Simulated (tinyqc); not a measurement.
p-type polysilicon, carrier trapping at grain boundaries: effect of the temperature.

One-dimensional grains of size Lg, uniform ionised doping N, monovalent traps Qt at each boundary at a depth Et below (for electrons) or above (for holes) the band edge there, abrupt depletion of width W on each side of a boundary, Boltzmann statistics. xi is the distance from the band edge at the grain centre to the Fermi level. Trapped charge Qt/(1 + exp((xi + VB - Et)/Vt)) = 2 N W, barrier VB = q N W^2/(2 eps0 eps_r).

NB is given at 300 K and scales as (T/300 K)^1.5. If the trap equation with xi = Vt ln(NB/N) has a root W < Lg/2, the grain is partly depleted; otherwise W = Lg/2 and the trap equation gives xi = Et - VB + Vt ln(Qt/(N Lg) - 1). N* = Qt/Lg. n0 = NB exp(-xi/Vt); mean density n0 (1 - 2 W/Lg) by charge balance in a partly depleted grain, and n0 (sqrt(pi)/2) erf(u)/u with u = sqrt(VB/Vt) in a fully depleted one; v = sqrt(kB T/(2 pi ms m0)); barrier resistivity Vt exp(VB/Vt)/(q fe n0 v Lg); grain resistivity (1 - 2 W/Lg)/(q n0 mug); effective mobility 1/(q mean density total resistivity). Rows with xi above 0.45 V, towards mid-gap, are left out, since the other carrier type is ignored.

Parameters, values chosen for the exercise; values of the order met in polycrystalline silicon: relative permittivity eps_r = 11.7; valence-band density of states at the reference temperature NB = 2.65e19 cm^-3; grain size Lg = 260 nm; trap density of a grain boundary Qt = 5.7e11 cm^-2; depth of the trap level from the majority band edge at the boundary Et = 0.32 eV; mass for thermionic emission ms = 0.31 m0; correction factor of the emission rate fe = 0.12; mobility inside the grains mug = 210 cm^2/(V s); doping N = 9.6e16 cm^-3.

Constants: q = 1.602176634e-19 C, kB = 1.380649e-23 J/K, m0 = 9.1093837015e-31 kg, Vt = kB T/q, eps0 = 8.8541878128e-14 F/cm where lengths are in cm. Results are converted to the units shown.

The same in every row: N/N* = 4.3789.

Effect of the temperature:
```
T (K),depleted share 2 W/Lg,VB (V),xi (V),mean density (cm^-3),resistivity (ohm cm),effective mobility (cm^2/(V s))
200,0.22835,0.065421,0.086386,7.4078e16,4.2917,19.632
240,0.22816,0.065312,0.10932,7.4096e16,2.5849,32.588
280,0.22694,0.064612,0.13312,7.4214e16,1.8070,46.542
320,0.22249,0.062107,0.15766,7.4641e16,1.3358,62.602
360,0.21250,0.056653,0.18285,7.5600e16,1.0023,82.367
400,0.19664,0.048511,0.20861,7.7123e16,0.77468,104.47
440,0.17620,0.038952,0.23489,7.9084e16,0.63227,124.82
```

As T goes from 200 to 440, VB falls from 0.0654 to 0.0390 V, the resistivity falls from 4.29 to 0.632 ohm cm and the effective mobility rises from 19.6 to 125 cm^2/(V s). The activation energy kB ln(rho1/rho2)/(1/T1 - 1/T2) is 0.0524 eV between the first two rows and 0.0770 eV between the last two; mug is held fixed.

Numbers from tinyqc (`OMP_NUM_THREADS=1 python tinyqc.py 2830121 2830122 out.jsonl`; about 0.01 s on one thread of a shared Intel Xeon 2.30GHz).
